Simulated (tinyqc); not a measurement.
## Channel resistance from two points of the on-state curve

Question. In the p-i-n model Von = V1 + 2 Vt ln(J/(1 A/cm^2)) + J Rch, with V1 independent of J. Find Rch and V1.

Inputs (values chosen for the exercise):
```
symbol,value,unit,meaning
T,300,K,temperature
```

Constants: q = 1.602176634e-19 C, kB = 1.380649e-23 J/K, Vt = kB T/q. Results are converted to the units shown.

Von at J = 250 and 750 A/cm^2 (V): 1.3905510  2.4473537

Answer. Remove the logarithmic junction term; the rest is linear in J.

Rch = 2.000 mohm cm^2
V1 = 0.6051 V

Numbers from tinyqc (`OMP_NUM_THREADS=1 python tinyqc.py 2590142 2590143 out.jsonl`; about 0.01 s on one thread of a shared Intel Xeon 2.30GHz).
